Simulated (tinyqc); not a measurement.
Metal gate on a two-layer dielectric stack with fixed charge and a dipole: two steps of the calculation.

Gate, layer 2, layer 1, p-type semiconductor; x runs from the gate inwards. Charges are counted in units of +q. psi is the band bending at the surface, positive towards inversion. Classical charge, Boltzmann statistics, no interface traps.

Parameters, values chosen for the exercise; band and dielectric values those of a made-up semiconductor, layer 1 close to silicon dioxide, layer 2 close to aluminium oxide: temperature T = 300 K; band gap Eg = 1.17 eV; relative permittivity eps_r = 9.19; conduction-band density of states at T Nc = 2.55e19 cm^-3; valence-band density of states at T Nv = 2.66e19 cm^-3; electron affinity chi = 3.6 eV; acceptor density Na = 6.3e17 cm^-3; work function of the gate metal pM = 4.12 eV; thickness of layer 1, next to the semiconductor t1 = 0.4 nm; relative permittivity of layer 1 e1 = 4.01; thickness of layer 2, next to the gate t2 = 2.7 nm; relative permittivity of layer 2 e2 = 8.86; fixed charge at the semiconductor interface Q1 = 1.3e12 cm^-2; fixed charge between the layers Q2 = 1.9e11 cm^-2; uniform charge density in layer 1 r1 = 0 cm^-3; uniform charge density in layer 2 r2 = 0 cm^-3; flat-band shift by a dipole layer between the layers Vd = 0.13 V; band bending psi of the working point ps = 1.029 V.

Constants: q = 1.602176634e-19 C, kB = 1.380649e-23 J/K, Vt = kB T/q, eps0 = 8.8541878128e-14 F/cm where lengths are in cm. Results are converted to the units shown.

Problem 1. Charge in the semiconductor. ni = sqrt(Nc Nv) exp(-Eg/(2 Vt)), Eg in volts. Qs = -sign(psi) sqrt(2 q eps0 eps_r Na Vt [exp(-u) + u - 1 + (ni/Na)^2 (exp(u) - u - 1)]), u = psi/Vt.

Wanted: Qs.

Solution 1.

Qs = -0.44253 uC/cm^2

The surface is in strong inversion: psi exceeds 2 Vt ln(Na/ni) = 0.978 V.

Problem 2. Fields and voltage drops. EOT = 3.9 (t1/e1 + t2/e2), Cox = eps0/(t1/e1 + t2/e2); phi_ms = pM - (chi + Eg - Vt ln(Nv/Na)).

Gauss: D = -Qs just inside the semiconductor; going towards the gate subtract q Q1, then q r1 t1, q Q2 and q r2 t2. Field = D/(eps0 e); the drop over a layer is its mean field times its thickness; Vg = phi_ms + Vd + psi + both drops.

Qs = -0.44253111 uC/cm^2

Find: D; field; drop over layer 2; drop over layer 1; Vg.

Solution 2.

| place | D (uC/cm^2) | field (MV/cm) |
|---|---|---|
| layer 2, gate side | 0.20381 | 0.25980 |
| layer 2, inner side | 0.20381 | 0.25980 |
| layer 1, outer side | 0.23425 | 0.65976 |
| layer 1, semiconductor side | 0.23425 | 0.65976 |
| semiconductor surface | 0.44253 | 0.54385 |

drop over layer 2 = 0.070146 V
drop over layer 1 = 0.026390 V
Vg = 0.70230 V

The same Vg follows from Vfb + psi - Qs/Cox. The largest field, 0.660 MV/cm in size, is at: layer 1, outer side.

Computed by the program tinyqc: `OMP_NUM_THREADS=1 python tinyqc.py 2010113 2010114 out.jsonl`, one thread of a shared Intel Xeon 2.30GHz, about 0.01 s for the whole run.
